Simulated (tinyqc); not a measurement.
## Activation field and prefactor from two times

Problem. Merz's law: tau = t0 exp(Ea d/V). Find Ea and t0.

Values chosen for this exercise: film thickness d = 5 nm.

tau at V = 0.69 and 0.97 V (ns): [735.17342, 140.84129]

Solution. ln(tau) is linear in 1/V with slope Ea d.

Ea = 7900 kV/cm
t0 = 2.400 ns

Computed by the program tinyqc: `OMP_NUM_THREADS=1 python tinyqc.py 2860043 2860044 out.jsonl`, one thread of a shared Intel Xeon 2.30GHz, about 0.01 s for the whole run.
